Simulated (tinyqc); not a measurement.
Floating body of a partially depleted SOI transistor: body voltage and kink: output curve and kink.

Source at 0 V. Channel current Ic = 2 nf K Vt^2 [F(0) - F(Vd)](1 + la Vd), F(V) = ln^2(1 + exp((Vg - VT - nf V)/(2 nf Vt))), VT = VT0 - gb Vb. Saturation voltage Vs = 2 Vt sqrt(F(0)) + 3 Vt, excess Ve = (Vd - Vs + sqrt((Vd - Vs)^2 + 0.0004 V^2))/2, multiplication M1 = Ai Ve exp(-Bl/Ve). Each junction passes D(v) = J1 (exp(v/Vt) - 1) + J2 (exp(v/(2 Vt)) - 1). Bipolar current Ib = bb J1 (exp(Vb/Vt) - 1). The body settles where M1 (Ic + Ib) = D(Vb) + D(Vb - Vd) + Vb/Rb; drain current Id = (1 + M1)(Ic + Ib) - D(Vb - Vd).

Rows with more than one solution for Vb (latch) are left out; dId/dVd by a forward difference over 1e-4 V, swing = 1e-4 V over the change of log10 Id; M1 under 1e-12 is printed as 0.

Parameters, values chosen for the exercise; values of the order met in partially depleted silicon-on-insulator transistors:
- T = 358 K (temperature)
- VT0 = 0.54 V (threshold at zero body voltage)
- gb = 0.11 (fall of the threshold per volt of body voltage)
- nf = 1.26 (slope factor)
- K = 570 uA/(V^2 um) (gain factor per width)
- la = 0.04 1/V (channel-length modulation factor)
- Ai = 2.62 1/V (impact-ionisation prefactor)
- Bl = 7.7 V (impact-ionisation voltage)
- J1 = 1.1e-11 uA/um (diffusion saturation current of each junction)
- J2 = 1.9e-8 uA/um (recombination saturation current of each junction)
- bb = 1 (gain of the lateral bipolar transistor on the diffusion current)
- Rb = 1e9 kohm um (resistance of a weak body tie to the source (1e9 stands for no tie, and the term is then dropped))
- Vg = 0.56 V (gate voltage)

Constants: q = 1.602176634e-19 C, kB = 1.380649e-23 J/K, Vt = kB T/q. Results are converted to the units shown.

Output curve and kink:

| Vd (V) | Vb (V) | M1 | Id, floating (uA/um) | Id, grounded (uA/um) | ratio | dId/dVd, floating (uS/um) | dId/dVd, grounded (uS/um) |
|---|---|---|---|---|---|---|---|
| 0.8 | 0.4017 | 8.874e-6 | 1.994 | 0.9720 | 2.051 | 3.436 | 0.03793 |
| 1 | 0.5348 | 1.933e-4 | 2.491 | 0.9798 | 2.542 | 1.861 | 0.04088 |
| 1.2 | 0.6052 | 0.001423 | 2.806 | 0.9889 | 2.837 | 1.369 | 0.05238 |
| 1.4 | 0.6522 | 0.005740 | 3.061 | 1.002 | 3.056 | 1.231 | 0.07842 |
| 1.6 | 0.6868 | 0.01612 | 3.314 | 1.021 | 3.245 | 1.340 | 0.1219 |
| 1.8 | 0.7138 | 0.03584 | 3.613 | 1.052 | 3.436 | 1.688 | 0.1823 |
| 2 | 0.7359 | 0.06785 | 4.007 | 1.095 | 3.658 | 2.301 | 0.2573 |
| 2.2 | 0.7548 | 0.1146 | 4.557 | 1.155 | 3.944 | 3.263 | 0.3437 |

Vb rises from 0.402 to 0.755 V and the ratio of the currents rises from 2.05 to 3.94. The output conductance with a floating body exceeds the grounded value by the largest factor among the rows, 90.6, at Vd = 0.8 V, where Vb = 0.402 V and M1 = 8.87e-6.

Range of the model: The multiplication law is an empirical form chosen for the exercise; self-heating and capacitive coupling to the body are left out, and the linear laws are rough once Vb passes about 0.7 V or M1 about 0.1.

Computed by the program tinyqc: `OMP_NUM_THREADS=1 python tinyqc.py 2182223 2182224 out.jsonl`, one thread of a shared Intel Xeon 2.30GHz, about 0.2 s for the whole run.
